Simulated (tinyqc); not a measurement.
# From one set of inputs to another, one input at a time

Model: thermal, flicker and telegraph noise of a field-effect transistor. Computed by tinyqc, a small Python program. Command: `OMP_NUM_THREADS=1 python tinyqc.py 3016620 3016621 out.jsonl noise ladder`. One thread of a shared host (Intel(R) Xeon(R) Processor @ 2.30GHz), about 0.01 s of CPU time with the checks.

Strong inversion, threshold roll-off and channel-length modulation left out; noise sources are uncorrelated and are given as one-sided spectral densities. The drain voltage is 50 mV.

The inputs printed are set A. Set A is modelled on a high-k silicon transistor; the values taken over come from a set modelled on a silicon n-channel. Inputs not listed in the table keep their values of set A, so the rows need not describe a real material.

Inputs (values chosen for the exercise, modelled on a high-k silicon transistor):
```
quantity                        value         unit
width W                          0.74   micrometre
length L                          180           nm
electrical oxide thickness t        4           nm
mobility mu                       420   cm^2/(V s)
overdrive V_ov                   0.32            V
oxide trap density N_t        1.6e+16  1/(eV cm^3)
oxide barrier phi                   2           eV
oxide mass m_ox                  0.34          m_0
frequency f                      7000           Hz
temperature T                     300            K
```

Operating region: linear. Flicker model: number fluctuation.

Constants: eps_0 = 8.8541878128e-12 F/m; hbar = 1.054571817e-34 J s; m_0 = 9.1093837015e-31 kg; e = 1.602176634e-19 C; k_B = 8.617333262e-05 eV/K; k_B = 1.380649e-23 J/K.

Method:
- C_ox = 3.9 eps_0/t; I = mu C_ox (W/L) V_ov V_D; g_m = I/V_ov; g_d0 = I/V_D.
- Tunnelling length lambda = hbar/(2 sqrt(2 m_ox phi)); flat-band noise S_Vfb = e^2 k_B T lambda N_t/(W L C_ox^2 f). S_I = g_m^2 S_Vfb.
- Thermal: S_I = 4 k_B T g_d0; input-referred S_V = S_I/g_m^2; corner f_c where flicker equals thermal.
- Total input noise from 1 Hz to f_c: sqrt(S_V,thermal [f_c ln(f_c/1 Hz) + f_c - 1 Hz]).

Each row keeps all changes above it; columns: (1) input moved; (2) from; (3) to; (4) corner frequency f_c (Hz); (5) input-referred thermal noise (nV/sqrt(Hz)); (6) input noise up to f_c (microvolt):
```
(1)                                       (2)      (3)         (4)     (5)     (6)
set A                                       -        -  8.8979e+04   37.72   39.61
temperature T (K)                         300      400  8.8979e+04   43.55   45.74
oxide trap density N_t (1/(eV cm^3))  1.6e+16  1.7e+17  9.4540e+05   43.55  162.69
overdrive V_ov (V)                       0.32     0.51  5.9319e+05   54.98  160.10
mobility mu (cm^2/(V s))                  420      210  2.9660e+05   77.76  156.17
length L (nm)                             180     1200  6.6734e+03  200.77   51.36
width W (micrometre)                     0.74       82  6.6734e+03   19.07    4.88
oxide barrier phi (eV)                      2      1.8  7.0344e+03   19.07    5.02
```

Corner frequency f_c goes from 89000 to 7030, a factor 0.0791 in all. The largest single move comes from length L (a factor 0.0225), and oxide trap density N_t works against it (a factor 10.6). Input-referred thermal noise goes from 37.7 to 19.1, a factor 0.506 in all. The largest single move comes from width W (a factor 0.0950), and length L works against it (a factor 2.58). Input noise up to f_c goes from 39.6 to 5.02, a factor 0.127 in all. The largest single move comes from width W (a factor 0.0950), and oxide trap density N_t works against it (a factor 3.56). The single moves hold for this order of the switches; the total does not depend on the order.

Caution (rows set A, temperature T, oxide trap density N_t, overdrive V_ov, mobility mu): fewer than one trap per decade of time constant is active, so one device shows telegraph steps and the 1/f law is only a mean over many devices.

Extremes, crossings and ranges named in words are read from the listed rows.
